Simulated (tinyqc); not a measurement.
# MOSFET in saturation, small-signal circuit and noise: integrated noise against bandwidth

Bias by the inversion coefficient IC = I/Ispec (charge-based model with velocity saturation; weak inversion below 0.1, strong above 10). Common-source circuit: gm, gds, Cgs, Cgd and Cj at the inner nodes, Rg in series with the gate; quasi-static, no source or drain resistance, no gate-body capacitance, no substrate network, no induced gate noise, so fmax is an upper estimate.

Ispec = 2 n mu Cox (W/L) Vt^2, lc = Ls/L, gms = [sqrt((lc IC + 1)^2 + 4 IC) - 1]/[2 + lc (lc IC + 1)], gm = gms Ispec/(n Vt), gds = sg gm. qs = [sqrt(1 + 4 IC) - 1]/2, Cgs = Cox W L qs (2 qs + 3)/(3 (qs + 1)^2) + Cov W, Cgd = Cov W, Cd = Cj W, Rg = Rsh (Wf/L)/(12 Nf) + Rc/W with Nf = W/Wf fingers (not rounded) contacted at both ends. Channel noise Sid = 4 kB T gam n gm with gam = (1/2 + (2/3) qs)/(1 + qs) + gw lc IC, qs = [sqrt(1 + 4 IC) - 1]/2, lc = Ls/L (the last term an empirical rise with velocity saturation); at the gate, white noise Sw = Sid/gm^2 + 4 kB T Rg. Number fluctuation with correlated mobility: S(f) = K/f, K = q^2 Vt lt Nt/(W L Cox^2) (1 + ac mu Cox I/gm)^2, Vt in eV with Nt per eV. Corner fc = K/Sw. Mean square from f1 = 100 Hz to B: Sw (B - f1) + K ln(B/f1).

Values chosen for this exercise: temperature T = 400 K; gate length L = 180 nm; total gate width W = 10 um; gate capacitance Cox = 1.24 uF/cm^2; mobility mu = 150 cm^2/(V s); slope factor n = 1.3; velocity-saturation length Ls = 15 nm; sheet resistance of the gate Rsh = 15 ohm; finger width Wf = 2 um; gate contact and vertical resistance Rc = 200 ohm um; inversion coefficient IC = 0.19; short-channel excess of the noise factor gw = 0.12; oxide trap density Nt = 8.6e17 cm^-3 eV^-1; tunnelling length into the oxide lt = 0.1 nm; Coulomb scattering coefficient ac = 3000 V s/C.

Constants: q = 1.602176634e-19 C, kB = 1.380649e-23 J/K, Vt = kB T/q. Results are converted to the units shown.

Results:
```
B (Hz)  spot noise at B (nV/Hz^0.5)  white part (uV rms)  1/f part (uV rms)  total (uV rms)
1000                          539.8               0.3432              25.90           25.90
10000                         171.0                1.138              36.62           36.64
1e5                           55.17                3.616              44.85           45.00
1e7                           12.65                36.18              57.91           68.28
1e8                           11.57                114.4              63.43           130.8
1e9                           11.45                361.8              68.52           368.2
```

Estimate the missing row, B = 1e6 Hz.

Computed row:
```
B (Hz)  spot noise at B (nV/Hz^0.5)  white part (uV rms)  1/f part (uV rms)  total (uV rms)
1e6                           20.55                11.44              51.79           53.04
```

With this row back in the table: The 1/f part adds the same power, K ln 10, in each decade and grows only from 25.9 to 68.5 uV; the white part grows as sqrt(B). It overtakes the 1/f part by B = 1e8 Hz among the rows, above the corner fc = 2.23e6 Hz of the spot noise.

tinyqc, about 0.01 s, one thread, Intel Xeon 2.30GHz (shared host): `OMP_NUM_THREADS=1 python tinyqc.py 2150127 2150128 out.jsonl`
